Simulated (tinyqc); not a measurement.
Surface potential of a MOS transistor: implicit equation and explicit approximations: two steps of the calculation.

p-type body, charge-sheet picture, depletion and inversion only, full ionisation (an idealisation for deep acceptors), Boltzmann statistics (rough once Na exp(x - xn) passes about Nc/7). In units of Vt: xg = (Vg - Vfb)/Vt, x = psi/Vt, G = gamma/sqrt(Vt), xn = (2 phiF + Vc)/Vt. The implicit equation is (xg - x)^2 = G^2 [x - 1 + exp(x - xn)] for x above about 3. Cox = eps0 eox/tox.

Values chosen for this exercise; band and dielectric values close to those of germanium:

| symbol | value | unit | meaning |
|---|---|---|---|
| T | 400 | K | temperature |
| Eg | 0.647 | eV | band gap |
| eps_r | 16 |  | relative permittivity |
| Nc | 1.57e19 | cm^-3 | conduction-band density of states at T |
| Nv | 9.27e18 | cm^-3 | valence-band density of states at T |
| eox | 3.9 |  | relative permittivity of the gate insulator (close to silicon dioxide) |
| tox | 12 | nm | insulator thickness |
| Na | 8.5e17 | cm^-3 | acceptor density |
| Vfb | -0.32 | V | flat-band voltage |
| Vc | 1 | V | channel-body voltage |
| Vg | 3.83 | V | gate-body voltage |

Constants: q = 1.602176634e-19 C, kB = 1.380649e-23 J/K, Vt = kB T/q, eps0 = 8.8541878128e-14 F/cm where lengths are in cm. Results are converted to the units shown.

Question 1. Scales. ni = sqrt(Nc Nv) exp(-Eg/(2 Vt)), Eg in volts; phiF = Vt ln(Na/ni); gamma = sqrt(2 q eps0 eps_r Na)/Cox; VT = Vfb + Vt (xn + G sqrt(xn - 1)).

Give: phiF; gamma; G; xn; VT; xg.

Answer 1.

phiF = 0.2321 V
gamma = 2.159 V^0.5
G = 11.63
xn = 42.48
VT = 3.725 V
xg = 120.4

Question 2. Explicit approximation. Depletion value a = 1 + [sqrt(G^2/4 + xg - 1) - G/2]^2; inversion value b = xn + ln[(xg - xn)^2/G^2 - xn + 1] and first guess y = min(a, b) - ln(1 + exp(-|a - b|)) if a > xn + 1, else b = y = a; one second-order correction with D = exp(y - xn), p = 2 (xg - y) + G^2 (1 + D), w = (xg - y)^2 - G^2 (y - 1 + D): z = y + 2 w/(p + sqrt(p^2 - 2 (2 - G^2 D) w)), or the Newton step z = y + w/p where the root is not real.

G = 11.626941
xn = 42.476121
xg = 120.39688

Give: a; b; y; p; w; z.

Answer 2.

a = 44.08
b = 43.71
y = 43.19
p = 564.5
w = -16.34
z = 43.16

The root of the implicit equation is x = 43.1568; y misses it by 0.029 and z by -2.0e-6, in units of Vt.

tinyqc, about 0.01 s, one thread, Intel Xeon 2.30GHz (shared host): `OMP_NUM_THREADS=1 python tinyqc.py 2122240 2122241 out.jsonl`
